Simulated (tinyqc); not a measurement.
Trading HF for NH4F at fixed fluoride: speciation in dilute and buffered hydrofluoric acid, oxide etch rate and bath loading. Computed by tinyqc, a small Python program. Command: `OMP_NUM_THREADS=1 python tinyqc.py 3120469 3120470 out.jsonl hfetch walk`. One thread of a shared host (Intel(R) Xeon(R) Processor @ 2.30GHz), about 0.01 s of CPU time with the checks.

Concentrations stand for activities, NH4+ and Cl- are spectators, and water ionisation is neglected. H, F and HF2 denote the ions H+, F- and HF2-. The base temperature is 298 K.

Inputs (values chosen for the exercise, of the order of those for thermal oxide at room temperature):
```
quantity                            value            unit
HF added                            0.038           mol/L
NH4F added                              0           mol/L
K1 = [H][F]/[HF]                 0.000703           mol/L
K2 = [HF2]/([HF][F])                 3.64           L/mol
K3 = [H2F2]/[HF]^2                   2.99           L/mol
rate constant of neutral HF k_a        18  nm L/(min mol)
rate constant of HF2 k_b               46  nm L/(min mol)
```

Method:
- Fluoride balance: [HF] + [F] + 2 [HF2] + 2 [H2F2] = HF added + NH4F added. Acid balance: [H] + [HF] + [HF2] + 2 [H2F2] = HF added + HCl added. For a trial [H], [HF] = [H][F]/K1, and the fluoride balance is a quadratic in [F].
- Rate = k_a ([HF] + 2 [H2F2]) + k_b [HF2], an empirical two-term form.
- Total fluoride is held at HF + NH4F added, without HCl; x is the share added as HF.

Against x:
```
x         pH  [F] (mol/L)  [HF] (mol/L)  [HF2] (mol/L)  rate (nm/min)
0.05  4.4941     0.035918      0.001638      0.0002141        0.03962
0.15  3.9673     0.031842      0.004884      0.0005660        0.11651
0.30  3.5819     0.025949      0.009666      0.0009130        0.22605
0.40  3.3922     0.022173      0.012785      0.0010319        0.29520
0.50  3.2214     0.018533      0.015832      0.0010680        0.36109
0.60  3.0568     0.015049      0.018784      0.0010289        0.42341
0.75  2.8023     0.010223      0.022927      0.0008532        0.50851
0.90  2.5234     0.006200      0.026430      0.0005965        0.57836
1.00  2.3306     0.004237      0.028154      0.0004342        0.61208
```

What follows from these numbers?

[HF2] is largest at x = 0.5 and the rate at x = 1 among these rows; HF2 needs both HF and F.

Extremes, crossings and ranges named in words are read from the listed rows.
